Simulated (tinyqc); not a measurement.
Carbon nanotube by zone folding: sweeps and comparisons. A value that a table varies takes the place of the one given here.

Circumference C = n a1 + m a2, a = sqrt3 acc; d = a sqrt(n^2 + nm + m^2)/pi; tan(theta) = sqrt3 m/(2n + m); dR = gcd(2n + m, 2m + n); T = t1 a1 + t2 a2 with t1 = (2m + n)/dR, t2 = -(2n + m)/dR, |T| = sqrt3 pi d/dR; N = 2 (n^2 + nm + m^2)/dR hexagons a cell. On cutting line mu = 0 to N - 1 at x = k|T|/(2 pi) the phases are p1 = 2 pi (-t2 mu + m x)/N, p2 = 2 pi (t1 mu - n x)/N, and E = -/+ t |1 + exp(i p1) + exp(i p2)|.

Values chosen for the exercise (near those used for carbon; the results hold for these values, not for the real material): t = 2.62 eV (hopping); acc = 1.44 angstrom (bond length); tubes = ((14, 12), (13, 8), (9, 5), (15, 4), (11, 6), (10, 6), (13, 5)) (pairs (n, m)); n = 10 (chiral index); m = 0 (chiral index).

## Semiconducting tubes compared

E11 and E22 are twice the two lowest band edges; the cone gives E11 d = 2 t acc and E22/E11 = 2.

Tubes:

| (n,m) | d (angstrom) | theta (deg) | (n - m) mod 3 | E11 (eV) | E22 (eV) | E11 d/(2 t acc) | E22/E11 |
|---|---|---|---|---|---|---|---|
| (14,12) | 17.89 | 27.5 | 2 | 0.4220 | 0.8368 | 1.001 | 1.983 |
| (13,8) | 14.57 | 22.2 | 2 | 0.5204 | 1.0161 | 1.005 | 1.953 |
| (9,5) | 9.76 | 20.6 | 1 | 0.7622 | 1.5618 | 0.985 | 2.049 |
| (15,4) | 13.77 | 11.5 | 2 | 0.5551 | 1.0601 | 1.013 | 1.910 |
| (11,6) | 11.86 | 20.4 | 2 | 0.6413 | 1.2381 | 1.008 | 1.931 |
| (10,6) | 11.11 | 21.8 | 1 | 0.6711 | 1.3678 | 0.989 | 2.038 |
| (13,5) | 12.78 | 15.6 | 2 | 0.5973 | 1.1444 | 1.011 | 1.916 |

E11 follows 1/d first. For mod 1 the scaled E11 lies below one (0.985 to 0.989) and E22/E11 above two (2.038 to 2.049). For mod 2 the scaled E11 lies above one (1.001 to 1.013) and E22/E11 below two (1.910 to 1.983). The largest departure of the scaled E11 is that of (9,5); warping acts as cos(3 theta)/d, most for thin tubes near zigzag. Below about 8 angstrom curvature, left out of zone folding, changes the gaps further.

## Neighbouring tubes

Diameter, chiral angle and twice the lowest band edge. Each row changes one parameter from the base and keeps the others.

Results:

| case | d (angstrom) | theta (deg) | gap (eV) |
|---|---|---|---|
| base | 7.939 | 0.00 | 0.9200 |
| n = 11 | 8.733 | 0.00 | 0.8865 |
| m = 1 | 8.364 | 4.72 | 0.0000 |
| t = 2.751 eV | 7.939 | 0.00 | 0.9660 |
| acc = 1.46 angstrom | 8.049 | 0.00 | 0.9200 |

The largest shifts from the base row, up to three for each result and ties (the steps differ in size, so this ranks the rows, not the parameters). d (angstrom): n +0.794, m +0.425, acc +0.110; unchanged at the printed digits by t. theta (deg): m +4.72; unchanged at the printed digits by n, t and acc. gap (eV): m -0.9200, t +0.0460, n -0.0335; unchanged at the printed digits by acc. In zone folding the gap does not depend on acc at fixed (n, m); a step in n or m changes (n - m) mod 3 and closes the gap where that becomes zero.

Computed by tinyqc, a small Python program: `OMP_NUM_THREADS=1 python tinyqc.py 1482440 1482441 out.jsonl` (the numbers bound the seed that draws the inputs); one thread of a shared host (Intel(R) Xeon(R) Processor @ 2.30GHz), about 0.03 s for the whole set of steps.
